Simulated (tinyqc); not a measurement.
# Resistance of a source-drain extension with a graded tip: what changes with what

y runs along the channel, the gate covers y > 0. The doping is N0 for y < y0 and N0 10^(-(y - y0)/la) beyond, uniform over the depth xj. Sheet conductance s(y) = q mu(N) max(N - Nch, 0) xj + (for y > 0) ma Cox Vo, with mu(N) = u0 + (u1 - u0)/(1 + (N/Nr)^au) and Cox = eps0 eox/tox. Current is taken as one-dimensional; depletion of the tip, spreading and the contact are left out. The metallurgical junction lies at yj, where N = Nch.

Inputs (values chosen for the exercise); mobility law close to that of holes in silicon: relative permittivity of the gate insulator (close to aluminium oxide) eox = 9.21; insulator thickness tox = 2.8 nm; active doping of the extension far from the gate N0 = 9.1e19 cm^-3; lateral abruptness la = 6.2 nm/decade; position under the gate where the fall begins (gate edge at 0) y0 = 4.9 nm; depth of the extension xj = 27 nm; channel doping Nch = 3e18 cm^-3; spacer length Ls = 15 nm; gate overdrive Vo = 0.41 V; mobility of the gate-induced layer ma = 39 cm^2/(V s); mobility at low doping u1 = 470.5 cm^2/(V s); mobility at high doping u0 = 44.9 cm^2/(V s); reference doping Nr = 2.23e17 cm^-3; exponent au = 0.719; gate length Lg = 50 nm.

Constants: q = 1.602176634e-19 C, eps0 = 8.8541878128e-14 F/cm where lengths are in cm. Results are converted to the units shown.

Each table varies one quantity; the others keep the values above.

## Abruptness at a fixed junction position

R_spacer = integral of dy/s from -Ls to 0, R_ov from 0 to yj, R_channel = (Lg - 2 yj)/(ma Cox Vo), R_total = 2 R_spacer + 2 R_ov + R_channel. Electrical length L_eff = ma Cox dR_total/d(1/Vo); R_series = R_total - L_eff/(ma Cox Vo). y0 is moved with la so that yj stays at 14.088 nm.

The same in every row: yj (nm) = 14.09; R_channel (ohm um) = 468.6.

Abruptness at a fixed junction position:

| la (nm/decade) | R_spacer (ohm um) | R_ov (ohm um) | R_total (ohm um) | L_eff (nm) | R_series (ohm um) |
|---|---|---|---|---|---|
| 1 | 7.807 | 12.57 | 509.4 | 22.07 | 35.41 |
| 2.3 | 7.807 | 19.61 | 523.5 | 22.38 | 42.98 |
| 3.6 | 7.807 | 26.64 | 537.5 | 22.68 | 50.54 |
| 4.9 | 7.807 | 33.68 | 551.6 | 22.98 | 58.10 |
| 6.1 | 7.807 | 40.17 | 564.6 | 23.26 | 65.09 |
| 7.4 | 7.807 | 47.20 | 578.7 | 23.56 | 72.65 |
| 8.7 | 7.807 | 54.24 | 592.7 | 23.87 | 80.22 |
| 10 | 7.839 | 61.24 | 606.8 | 24.17 | 87.79 |

As la goes from 1 to 10 nm/decade, R_total rises from 509 to 607 ohm um, R_spacer stays near 7.81 ohm um and R_ov rises from 12.6 to 61.2 ohm um. R_total changes on average by 10.8 ohm um for each nm/decade. L_eff exceeds the metallurgical length by 0.249 nm in the first row and 2.35 nm in the last, since the gate also controls the lightly doped tips.

## Effect of the gate overdrive

Same model as above.

The same in every row: yj (nm) = 14.09; R_spacer (ohm um) = 7.807.

Result of one run:

| Vo (V) | R_ov (ohm um) | R_channel (ohm um) | R_total (ohm um) | L_eff (nm) | R_series (ohm um) |
|---|---|---|---|---|---|
| 0.6 | 34.94 | 320.2 | 405.7 | 23.81 | 56.34 |

What becomes of these results when the gate overdrive Vo is changed from 0.6 to 0.15 V, all else the same?

Result of the changed run:

| Vo (V) | R_ov (ohm um) | R_channel (ohm um) | R_total (ohm um) | L_eff (nm) | R_series (ohm um) |
|---|---|---|---|---|---|
| 0.15 | 57.68 | 1281 | 1412 | 22.43 | 95.18 |

The whole series:

| Vo (V) | R_ov (ohm um) | R_channel (ohm um) | R_total (ohm um) | L_eff (nm) | R_series (ohm um) |
|---|---|---|---|---|---|
| 0.15 | 57.68 | 1281 | 1412 | 22.43 | 95.18 |
| 0.3 | 45.74 | 640.5 | 747.6 | 22.95 | 74.13 |
| 0.45 | 39.26 | 427.0 | 521.1 | 23.40 | 63.29 |
| 0.6 | 34.94 | 320.2 | 405.7 | 23.81 | 56.34 |
| 0.75 | 31.77 | 256.2 | 335.3 | 24.19 | 51.41 |
| 0.9 | 29.30 | 213.5 | 287.7 | 24.54 | 47.67 |
| 1.05 | 27.29 | 183.0 | 253.2 | 24.86 | 44.72 |
| 1.2 | 25.62 | 160.1 | 227.0 | 25.17 | 42.32 |

As Vo goes from 0.15 to 1.2, R_total falls from 1410 to 227 ohm um, L_eff rises from 22.4 to 25.2 nm and R_series falls from 95.2 to 42.3 ohm um. Both extracted quantities depend on the overdrive at which they are taken.

Numbers from tinyqc (`OMP_NUM_THREADS=1 python tinyqc.py 2282003 2282004 out.jsonl`; about 0.06 s on one thread of a shared Intel Xeon 2.30GHz).
